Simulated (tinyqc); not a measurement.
From results back to parameters: hole subbands of a hard-walled well, four-band Luttinger model. Four cases, with inputs chosen for the exercise.

Problem. At k = 0 in a hard-walled well HHn = c (g1 - 2 g2)(n pi/L)^2 - Z0 and LHn = c (g1 + 2 g2)(n pi/L)^2 + Z0, c = hbar^2/2m0. Two spacings were computed from hidden g1 and g2.

Constants: hbar^2/2m0 = 3.80998211 eV angstrom^2.
Find: u = c (pi/L)^2; g2; g1.
Method. HH2 - HH1 = 3u (g1 - 2 g2) and LH1 - HH1 = 4 u g2 + 2 Z0.

Case 1.

Values chosen (out of a larger set: near those of GaSb; not measured data): L = 130 angstrom (well width along [001]); Z0 = 0.0297 eV (shear strain energy).

HH2 - HH1 = 26.767 meV
LH1 - HH1 = 101.587 meV

Solution.

u = c (pi/L)^2 = 2.225 meV
g2 = 4.74
g1 = 13.49

Case 2.

Values chosen (out of a larger set: near those of GaAs; not measured data): L = 100 angstrom (well width along [001]); Z0 = 0 eV (shear strain energy).

HH2 - HH1 = 32.602 meV
LH1 - HH1 = 30.834 meV

Solution.

u = c (pi/L)^2 = 3.760 meV
g2 = 2.05
g1 = 6.99

Case 3.

Values chosen (out of a larger set: near those of AlAs; not measured data): L = 190 angstrom (well width along [001]); Z0 = 0.0314 eV (shear strain energy).

HH2 - HH1 = 6.625 meV
LH1 - HH1 = 66.217 meV

Solution.

u = c (pi/L)^2 = 1.042 meV
g2 = 0.82
g1 = 3.76

Case 4.

Values chosen (out of a larger set: near those of Si; not measured data): L = 165 angstrom (well width along [001]); Z0 = 0 eV (shear strain energy).

HH2 - HH1 = 14.875 meV
LH1 - HH1 = 1.878 meV

Solution.

u = c (pi/L)^2 = 1.381 meV
g2 = 0.34
g1 = 4.27

Computed by tinyqc, one run a case: `OMP_NUM_THREADS=1 python tinyqc.py N N+1 out.jsonl` with N = 1251660, 1251682, 1251723, 1251730; one thread of a shared Intel(R) Xeon(R) Processor @ 2.30GHz, about 0.1 s a run at most.
